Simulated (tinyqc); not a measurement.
Against voltage: leakage through a gate insulator: direct, Fowler-Nordheim, trap-assisted and Poole-Frenkel currents. Computed by tinyqc, a small Python program. Command: `OMP_NUM_THREADS=1 python tinyqc.py 3008525 3008526 out.jsonl oxideleak walk`. One thread of a shared host (Intel(R) Xeon(R) Processor @ 2.30GHz), about 0.01 s of CPU time with the checks.

Electrons enter from the cathode Fermi level at x = 0; the conduction band of the insulator lies phi_b - e F x above it, F = V/t. WKB exponents use a parabolic band with mass m.

Inputs (values chosen for the exercise, with an insulator like SiO2):
```
quantity                     value   unit
thickness t                    1.8     nm
barrier phi_b                 3.23     eV
tunnelling mass m             0.41    m_0
static constant eps_ox        3.95      -
trap depth phi_t               1.6     eV
trap density N_t           3.9e+18  cm^-3
attempt rate nu_0            9e+13    1/s
activation of capture E_a     0.13     eV
temperature T                  200      K
```

Constants: e = 1.602176634e-19 C; hbar = 1.054571817e-34 J s; hbar^2/(2 m_0) = 3.80998212 eV angstrom^2; k_B = 8.617333262e-05 eV/K.

Method:
- For a level a distance phi(x) below the band, the WKB exponent is 2 int kappa dx with kappa = sqrt(m phi/(hbar^2/2m_0)); for a linear barrier from phi_1 down to phi_2 = max(phi_1 - e F d, 0) it is G = (4/3) sqrt(m/(hbar^2/2m_0)) (phi_1^(3/2) - phi_2^(3/2))/(e F).
- J_tun = e^3 F^2/(16 pi^2 hbar m phi_b) x exp(-G) / [1 - sqrt(phi_2/phi_b)]^2 with the free-electron mass in the cathode (m in m_0), phi_2 = max(phi_b - e V, 0): direct tunnelling for e V < phi_b, Fowler-Nordheim above. Image forces, back-flow and the limit on supply are left out, so J_tun is overstated below about 0.5 V.
- A trap at depth x lies phi_t below the band. Capture: tunnel at the cathode Fermi level from 0 to x (G_in from phi_1 = phi_b), rate nu_0 exp(-G_in - E_c/k_B T) with E_c = E_a + max(phi_b - phi_t - e F x, 0), the last term being the height of the trap above the cathode Fermi level. Emission: tunnel from the trap level to the anode (G_out from phi_1 = phi_t over t - x), rate nu_0 exp(-G_out - E_a/k_B T). Re-emission to the cathode follows from detailed balance, rate_back = rate_in exp(dE/k_B T) with dE = phi_b - phi_t - e F x. Each trap passes R = rate_in rate_out/(rate_in + rate_back + rate_out) electrons per second; filling from the anode is left out.
- J_TAT = e N_t int_0^t R dx by the midpoint rule on 400 intervals; the most effective depth is the midpoint with the largest R, rounded to 0.01 nm.

Currents:
```
V (V)  F (MV/cm)  J_tun (A/cm^2)  J_TAT (A/cm^2)  best depth (nm)
0.22       1.222           1.264      2.0155e-40             0.80
0.44       2.444           1.772      1.2087e-36             1.80
0.66       3.667           2.502      1.8750e-31             1.80
0.88       4.889           3.562      5.6973e-26             1.80
1.10       6.111           5.114      2.1135e-20             1.80
1.32       7.333           7.413      8.6838e-15             1.80
1.54       8.556          10.858      3.8146e-09             1.80
1.76       9.778          16.088      1.3670e-05             1.67
1.98      11.000          24.143      1.1665e-04             1.48
```

What does the comparison show, and why?

Tunnelling without traps rules in every row. Over the range J_tun grows by 1.3 decades and J_TAT by 35.8. The highest rows may lie beyond breakdown. Below about 0.5 V the formula for J_tun, which has no back-flow, overstates the current.

Extremes, crossings and ranges named in words are read from the listed rows.
